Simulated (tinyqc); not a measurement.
Planar ballistic transistor, top-of-the-barrier model: transfer curve.

At the top of the source barrier, states moving towards the drain are filled by the source (Fermi level 0) and states moving back by the drain (Fermi level -q Vd); nothing scatters. U is the shift of the band edge there, set by the capacitances CG, CD and CS (the total) and by the charge. Parabolic two-dimensional band; the source is grounded.

N0 = gv m kB T/(pi hbar^2), CG = eps0 eox/tox, vT = sqrt(2 kB T/(pi m)), CS = CG/aG, n0 = n at U = 0 and Vd = 0. eta1 = -(E0 + U)/Vt, eta2 = eta1 - Vd/Vt, n = (N0/2)[F_0(eta1) + F_0(eta2)], F_0(x) = ln(1 + exp x). U = UL + q (n - n0)/CS with UL = -(aG Vg + aD Vd), energies in eV. I = q (N0/2) vT [F_(1/2)(eta1) - F_(1/2)(eta2)] per width, F_(1/2)(x) = (2/sqrt(pi)) int_0^infinity u^(1/2)/(1 + exp(u - x)) du. CQ = (q/Vt) dn/d(eta1).

Parameters, values chosen for the exercise; mass and valleys close to those of silicon (two valleys):

| symbol | value | unit | meaning |
|---|---|---|---|
| T | 350 | K | temperature |
| m | 0.184 | m0 | effective mass |
| gv | 2 |  | valley degeneracy |
| eox | 16 |  | relative permittivity of the gate insulator |
| tox | 2.4 | nm | insulator thickness |
| aG | 0.88 |  | gate control CG/CS |
| aD | 0.067 |  | drain control CD/CS |
| E0 | 0.3 | eV | band edge at the barrier top above the source Fermi level at zero bias |
| Vd | 0.5 | V | drain voltage |

Constants: q = 1.602176634e-19 C, kB = 1.380649e-23 J/K, hbar = 1.054571817e-34 J s, m0 = 9.1093837015e-31 kg, Vt = kB T/q, eps0 = 8.8541878128e-14 F/cm where lengths are in cm. Results are converted to the units shown.

Transfer curve:
```
Vg (V)     eta1  n (cm^-2)  I (uA/um)  mean velocity I/(q n) (cm/s)     CQ/CS
0        -8.836    3.370e8    0.07315                       1.355e7  2.669e-4
0.09     -6.214    4.637e9      1.007                       1.355e7  0.003668
0.17     -3.912   4.590e10      9.993                       1.359e7   0.03600
0.26     -1.590   4.301e11      95.90                       1.392e7    0.3109
0.35    0.05366   1.670e12      401.6                       1.501e7    0.9426
0.44      1.248   3.478e12      927.8                       1.665e7     1.426
0.52      2.164   5.268e12       1544                       1.830e7     1.647
0.61      3.133   7.361e12       2383                       2.021e7     1.759
0.7       4.075   9.487e12       3360                       2.211e7     1.805
```

The current rises from 0.0732 to 3360 uA/um. Between the first two rows the swing is 79.0 mV a decade, against Vt ln 10/aG = 78.9. CQ/CS goes from 2.7e-4 to 1.8, so a volt on the gate moves the band edge by 0.88 eV in the first row and 0.31 eV in the last. The mean velocity rises from 1.35e7 to 2.21e7 cm/s.

tinyqc, about 0.01 s, one thread, Intel Xeon 2.30GHz (shared host): `OMP_NUM_THREADS=1 python tinyqc.py 2400033 2400034 out.jsonl`
